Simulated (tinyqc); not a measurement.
Phonon-assisted absorption at an indirect gap: sweeps and comparisons. A value that a table varies takes the place of the one given here.

alpha(E) = sum_j A_j [N_j (E - Eg + w_j)^2 + (N_j + 1)(E - Eg - w_j)^2], each bracket counted only where its base is positive; N_j = 1/(exp(w_j/kB T) - 1). The first term absorbs a phonon and the second emits one; excitons and direct transitions are left out.

Photodiode (Gaertner form with a dead layer): QE = (1 - R) exp(-alpha xj) [1 - exp(-alpha W)/(1 + alpha L)], R = ((nr - 1)/(nr + 1))^2; responsivity = QE/E in A/W for E in eV.

Constants: kB = 8.617333262e-05 eV/K.

Values chosen for the exercise (loosely those of SiC at room temperature; Eg is not tied to T; the results hold for these values, not for the real material):
- Eg = 3.206 eV (indirect gap, held fixed unless listed)
- w = (71.5, 43.9) meV (two zone-edge phonons)
- A = (3700, 190) 1/(cm eV^2) (their strengths)
- T = 400 K
- nr = 2.85 (refractive index)
- xj = 0.1 micrometre (dead layer at the surface)
- W = 2.4 micrometre (depleted width)
- L = 96 micrometre (minority diffusion length below it)
- E = 3.551 eV (photon energy)

## The square root of alpha at three temperatures

The gap is held fixed, so only the phonon occupations change.

sqrt(alpha) (1/cm^(1/2)):
```
E - Eg (eV),77 K,300 K,600 K
-0.04,0.009,0.497,1.110
-0.02,0.019,0.827,1.835
0.00,0.030,1.163,2.571
0.02,0.041,1.501,3.310
0.04,0.052,1.841,4.050
0.07,0.367,2.384,5.184
0.10,1.900,3.483,6.666
0.15,4.996,6.383,10.015
0.20,8.109,9.577,13.763
0.30,14.343,16.147,21.621
0.45,23.697,26.115,33.674
0.60,33.052,36.117,45.823
```

How do the results move?

Below the gap only phonon absorption acts: at E - Eg = -0.02 eV sqrt(alpha) is 0.019, 0.827 and 1.835 at 77, 300 and 600 K. A straight line through the last two rows meets the axis at E - Eg = +0.0701, +0.0584 and +0.0342 eV: the intercept is roughly a weighted mean of the thresholds, not the gap, and it moves from the emission side towards Eg as the occupations grow. At the last row alpha grows by a factor 1.92 from the lowest to the highest temperature at fixed gap.

## Spectral response

Response:
```
E (eV),wavelength (nm),alpha (1/cm),1/alpha (micrometre),dead layer,collected,QE,A/W
3.23,384,5.19,1.93e+03,1.000,0.049,0.037,0.012
3.27,379,10.7,932,1.000,0.096,0.074,0.023
3.33,372,35.8,280,1.000,0.262,0.201,0.060
3.41,364,126,79.4,0.999,0.561,0.431,0.126
3.51,353,330,30.3,0.997,0.779,0.597,0.170
3.66,339,829,12.1,0.992,0.908,0.693,0.189
3.86,321,1.85e+03,5.41,0.982,0.966,0.729,0.189
4.11,302,3.70e+03,2.70,0.964,0.989,0.733,0.178
4.41,281,6.76e+03,1.48,0.935,0.997,0.717,0.163
4.81,258,1.23e+04,0.815,0.884,1.000,0.680,0.141
```

What can be read from the table?

QE is highest, 0.733, at 4.11 eV of those listed and the responsivity at 3.66 eV; reflection alone caps QE at 0.769. Near the gap weak absorption limits it (collected share 0.049); at the top the dead layer passes 0.884. Far above the gap the quadratic law and a constant index are only rough.

## What moves the response

At the energy E. Each row changes one parameter from the base and keeps the others.

Results:
```
case,alpha (1/cm),QE
base,443.9,0.6349
Eg = 3.186 eV,505.4,0.6494
T = 450 K,488.5,0.6457
W = 4.8 micrometre,443.9,0.6481
L = 48 micrometre,443.9,0.5458
xj = 0.2 micrometre,443.9,0.6320
nr = 2.99,443.9,0.6201
```

How do the results move?

The largest shifts from the base row, up to three for each result and ties (the steps differ in size, so this ranks the rows, not the parameters). alpha (1/cm): Eg +61.5, T +44.7; unchanged at the printed digits by W, L, xj and nr. QE: L -0.0890, nr -0.0147, Eg +0.0145.

Computed by tinyqc, a small Python program: `OMP_NUM_THREADS=1 python tinyqc.py 1650334 1650335 out.jsonl` (the numbers bound the seed that draws the inputs); one thread of a shared host (Intel(R) Xeon(R) Processor @ 2.30GHz), about 0.01 s for the whole set of steps.
